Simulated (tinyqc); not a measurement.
# Threshold-voltage variability of a planar MOSFET, analytic estimates: two studies

Three independent sources add in quadrature: random dopants in the depleted layer, metal-gate grains of two orientations, and roughness of the two gate edges acting through the roll-off VT = VT(long) - Vr exp(-L/l). These are first-order estimates: no three-dimensional electrostatics, no percolation.

Values chosen for this exercise; material values close to those of germanium:

| symbol | value | unit | meaning |
|---|---|---|---|
| T | 325 | K | temperature |
| Eg | 0.652 | eV | band gap |
| eps_r | 15.7 |  | relative permittivity of the semiconductor |
| Nc | 1.17e19 | cm^-3 | conduction-band density of states at T |
| Nv | 6.63e18 | cm^-3 | valence-band density of states at T |
| Na | 2.9e18 | cm^-3 | channel doping |
| ti | 1.6 | nm | oxide-equivalent thickness in inversion |
| L | 90 | nm | gate length |
| W | 280 | nm | gate width |
| G | 10 | nm | metal grain size |
| dW | 0.2 | eV | work-function difference of the two grain orientations |
| p | 0.3 |  | share of the orientation of higher work function |
| De | 1.9 | nm | rms roughness of one gate edge |
| La | 30 | nm | correlation length of the roughness |
| l | 18 | nm | decay length of the threshold roll-off |
| Vr | 2 | V | prefactor of the roll-off |

Constants: q = 1.602176634e-19 C, kB = 1.380649e-23 J/K, Vt = kB T/q, eps0 = 8.8541878128e-14 F/cm where lengths are in cm. Results are converted to the units shown.

Each table varies one quantity; the others keep the values above.

## Effect of the correlation length of the roughness

ni = sqrt(Nc Nv) exp(-Eg/(2 Vt)), Eg in volts; Cox = 3.9 eps0/ti; Wd = sqrt(4 eps0 eps_r Vt ln(Na/ni)/(q Na)); dopants: s1 = (q/Cox) sqrt(Na Wd/(3 L W)). Grains: Ng = L W/G^2 (at least 1), s2 = dW sqrt(p (1 - p)/Ng). Edges, with exponential correlation and u = W/La: the mean gate length has sL^2 = 2 De^2 (2/u)[1 - (1 - exp(-u))/u]; s3 = sL (Vr/l) exp(-L/l). s = sqrt(s1^2 + s2^2 + s3^2). l and Vr are held fixed.

The same in every row: s1 (mV) = 6.3019; s2 (mV) = 5.7735.

Effect of the correlation length of the roughness:
```
La (nm)	s3 (mV)	s (mV)	s sqrt(L W) (mV um)
2	0.23958	8.5501	1.3573
5	0.37676	8.5550	1.3581
10	0.52795	8.5630	1.3593
20	0.73268	8.5781	1.3617
40	0.99559	8.6045	1.3659
80	1.2929	8.6440	1.3722
160	1.5625	8.6884	1.3792
```

What does the table show?

As La goes from 2 to 160 nm, s rises from 8.55 to 8.69 mV. The dopants are the largest source in the first and the last row. The edge term s3 rises from 0.240 to 1.56 mV: a longer correlation averages out less along the width.

## Effect of the metal grain size

Same model as above.

l and Vr are held fixed.

The same in every row: s1 (mV) = 6.302; s3 (mV) = 0.8799.

Effect of the metal grain size:
```
G (nm)	s2 (mV)	s (mV)	s sqrt(L W) (mV um)
2	1.155	6.467	1.027
3	1.732	6.595	1.047
5	2.887	6.987	1.109
7	4.041	7.538	1.197
10	5.774	8.592	1.364
14	8.083	10.29	1.633
20	11.55	13.18	2.093
```

As G goes from 2 to 20 nm, s rises from 6.47 to 13.2 mV. The largest source is the dopants in the first row and the grains in the last.

Program tinyqc, `OMP_NUM_THREADS=1 python tinyqc.py 2090079 2090080 out.jsonl`; Intel Xeon 2.30GHz, shared host, one thread, about 0.01 s.
